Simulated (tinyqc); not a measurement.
# From in-plane stress back to fraction x of B

Model: elastic strain and critical thickness of a cubic alloy layer A(1-x)B(x) on a thick substrate. Computed by tinyqc, a small Python program. Command: `OMP_NUM_THREADS=1 python tinyqc.py 3031129 3031130 out.jsonl misfit inv`. One thread of a shared host (Intel(R) Xeon(R) Processor @ 2.30GHz), about 0.02 s of CPU time with the checks.

Strain is positive in tension. The layer is coherent with the substrate unless said otherwise.

Inputs (values chosen for the exercise, modelled on Ga(1-x)In(x)As on InP):
```
quantity                        value      unit
lattice constant a_A            5.653  angstrom
lattice constant a_B            6.058  angstrom
substrate lattice constant a_S  5.869  angstrom
layer thickness h                 4.3        nm
```

Growth plane: (111).

C11, C12, C44 of A (GPa): 119.9  54.59  60.4

C11, C12, C44 of B (GPa): 83.89  44.44  39.14

Method. a = (1 - x) a_A + x a_B, the same rule for each C_ij; misfit f = (a_S - a)/a, the in-plane strain of the coherent layer. (111): D = 2 (C11 + 2 C12 - 2 C44)/(C11 + 2 C12 + 4 C44), M = 6 C44 (C11 + 2 C12)/(C11 + 2 C12 + 4 C44). The free surface carries no normal stress, so e_perp = -D f; dV/V = 2 f + e_perp; stress = M f; energy per area = M f^2 h (1 GPa nm = 1 J/m^2).

Question. A run gave the result below. Find the fraction x of B, known to lie between 0.35 and 0.87.

in-plane stress = -0.9865394 GPa

Answer.

Each step takes the trial c = (a f_b - b f_a)/(f_b - f_a), f being the result less the target and a, b, c the logarithms of the listed values; c replaces end b, the old b replaces a if the sign of f changed, and otherwise f_a is halved.

Scan of the range:
```
fraction x of B  in-plane stress (GPa)
0.350                          2.02383
0.407                          1.36254
0.474                          0.62235
0.552                         -0.18941
0.642                         -1.06017
0.747                         -1.98812
0.870                         -2.95665
```

False position (Illinois rule, in the logarithm of the input) inside the bracket:
```
step     end a     end b     trial  in-plane stress (GPa)
1     0.552000  0.642000  0.633853              -0.984224
2     0.642000  0.633853  0.634099              -0.986533
3     0.642000  0.634099  0.634101              -0.986545
4     0.634099  0.634101  0.634100              -0.986539
```

In-plane stress falls at every point of a 13-point scan of the range (every second point is shown), so one value fits; it is bracketed by 0.552 and 0.642. Answer: fraction x of B = 0.6341.
